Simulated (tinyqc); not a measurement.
Carrier density against temperature: charge neutrality of a doped semiconductor with incomplete ionisation. Computed by tinyqc, a small Python program. Command: `OMP_NUM_THREADS=1 python tinyqc.py 3019068 3019069 out.jsonl dopant walk`. One thread of a shared host (Intel(R) Xeon(R) Processor @ 2.30GHz), about 0.02 s of CPU time with the checks.

Energies are counted from the top of the valence band; E_D is measured down from the conduction band and E_A up from the valence band.

Inputs (values chosen for the exercise, modelled on GaN):

| quantity | value | unit |
|---|---|---|
| gap at 0 K E_g0 | 3.57 | eV |
| Varshni alpha | 0.000878 | eV/K |
| Varshni beta | 804 | K |
| electron mass m_e | 0.203 | m_0 |
| valleys M_c | 1 | - |
| hole mass m_h | 1.37 | m_0 |
| donor density N_D | 3.2e+16 | cm^-3 |
| acceptor density N_A | 0 | cm^-3 |
| donor depth E_D | 0.0248 | eV |
| donor degeneracy g_D | 2 | - |

Doping: n-type. Statistics of the bands: Boltzmann.

Constants: k_B = 8.617333262e-05 eV/K; m_0 = 9.1093837015e-31 kg; k_B = 1.380649e-23 J/K; h = 6.62607015e-34 J s.

Method:
- E_g = E_g0 - alpha T^2/(T + beta).
- N_c = 2 M_c (2 pi m_e k_B T/h^2)^(3/2) and N_v = 2 (2 pi m_h k_B T/h^2)^(3/2), masses in units of m_0.
- n = N_c exp((E_F - E_g)/k_B T), p = N_v exp(-E_F/k_B T).
- N_D+ = N_D/(1 + g_D exp((E_F - E_g + E_D)/k_B T)).
- Neutrality: p + N_D+ = n + N_A-; the log ratio is ln[(p + N_D+)/(n + N_A-)].
- Neutrality is solved by bisection at each T. The last column is -k_B d ln(n T^-3/4)/d(1/T) from this row and the one above; it turns negative as ionisation nears completion, when the density grows more slowly than that power of T.

Against temperature:

| T (K) | n (cm^-3) | E_F from the band edge (eV) | ionised share | activation energy (eV) |
|---|---|---|---|---|
| 10 | 8.4198e+09 | 0.01234 | 2.6312e-07 | - |
| 13 | 2.8373e+11 | 0.01254 | 8.8667e-06 | 0.012400 |
| 18 | 7.8376e+12 | 0.01298 | 2.4492e-04 | 0.012400 |
| 26 | 1.2063e+14 | 0.01386 | 3.7696e-03 | 0.012391 |
| 41 | 1.2625e+15 | 0.01597 | 3.9455e-02 | 0.012288 |
| 64 | 5.7515e+15 | 0.02025 | 1.7973e-01 | 0.011624 |
| 96 | 1.3753e+16 | 0.02819 | 4.2977e-01 | 0.009392 |
| 140 | 2.1827e+16 | 0.04237 | 6.8209e-01 | 0.004710 |
| 300 | 2.9959e+16 | 0.11217 | 9.3621e-01 | -0.005767 |
| 600 | 3.1506e+16 | 0.27548 | 9.8456e-01 | -0.024275 |

What follows from these numbers?

Between the two coldest rows the activation energy is 0.0124 eV, 0.50 of the dopant depth: without compensation E_F sits halfway between level and band, so half the depth shows. The density is within 10 % of the net doping from 300 K to 600 K.
